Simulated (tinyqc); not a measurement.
IGBT as a p-i-n diode in series with a MOS channel, on-state and switching loss: one step of the calculation.

High injection (n = p) in a drift layer from x = -W/2 (anode) to +W/2 (cathode side), recombination only in the layer with lifetime tau, ideal emitters. The channel feeds the cathode side and carries the whole current. Auger recombination, carrier-carrier scattering, emitter losses and the carrier dip under the p body are left out.

Problem. Carrier profile. n(x) = (tau J/(2 q La))[cosh(x/La)/sinh y - B sinh(x/La)/cosh y]. x/La = (2 x/W) y.

Values chosen for this exercise; material values close to those of silicon: doping of the drift layer Nd = 1.8e13 cm^-3; high-injection lifetime tau = 14 us; current density J = 100 A/cm^2.

Constants: q = 1.602176634e-19 C. Results are converted to the units shown.

2 x/W, point 0 to 8: -1  -0.75  -0.5  -0.25  0  0.25  0.5  0.75  1
B = 0.48936170
La = 160.85398 um
y = 1.0879433

Find: n.

Solution.

n, point 0 to 8 (cm^-3): 4.470e17  3.522e17  2.837e17  2.363e17  2.065e17  1.920e17  1.918e17  2.059e17  2.354e17

The density is 1.90 times higher at the anode than at the cathode side, since holes are the slower carriers; its smallest listed value is 10700 times Nd.

Numbers from tinyqc (`OMP_NUM_THREADS=1 python tinyqc.py 2590041 2590042 out.jsonl`; about 0.01 s on one thread of a shared Intel Xeon 2.30GHz).
